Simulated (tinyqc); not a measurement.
Raising U: Hubbard chain of 3 sites, mean field against exact. Computed by the program tinyqc. Command: `OMP_NUM_THREADS=1 python tinyqc.py 111297 111298 out.jsonl`; one thread of a shared host (Intel(R) Xeon(R) Processor @ 2.60GHz), about 4 s.

one-body matrix (hopping and site energies) (eV):
```
         1        2        3
1   0.0000  -0.6500   0.0000
2  -0.6500   0.0000  -0.6500
3   0.0000  -0.6500   0.0000
```

electrons, up and down: 2  1

Collinear unrestricted mean field (the lowest of 40 random starts) against exact diagonalisation.

Exact and mean-field results (eV):
```
U            U/t    E exact  E mean field  mean |n_up - n_down|  double occupancy, exact  first gap in the sector
0.3300    0.5077  -1.642161     -1.634365                0.3678                   0.1881                   0.8732
0.6500    1.0000  -1.471303     -1.441953                0.4127                   0.1678                   0.8213
1.3000    2.0000  -1.183058     -1.083333                0.5556                   0.1286                   0.7072
1.9500    3.0000  -0.965477     -0.807828                0.7289                   0.0960                   0.6005
2.6000    4.0000  -0.803444     -0.627063                0.8375                   0.0715                   0.5113
3.9000    6.0000  -0.589377     -0.426973                0.9262                   0.0416                   0.3836
5.2000    8.0000  -0.460013     -0.322380                0.9584                   0.0263                   0.3023
7.8000   12.0000  -0.316389     -0.215904                0.9815                   0.0128                   0.2095
13.0000  20.0000  -0.193084     -0.129837                0.9933                   0.0049                   0.1284
```

In absolute terms mean field is worst at U/t = 4.0, 0.176 eV too high: at small U it is nearly exact, and at large U it misses only exchange-scale energies. Relative to the exact energy its error is 0.5 % at the smallest U, 33 % at most and 33 % at the largest. The double occupancy falls from 0.188 to 0.005; at the largest U the first gap is 0.99 times the exchange scale 4t^2/U.
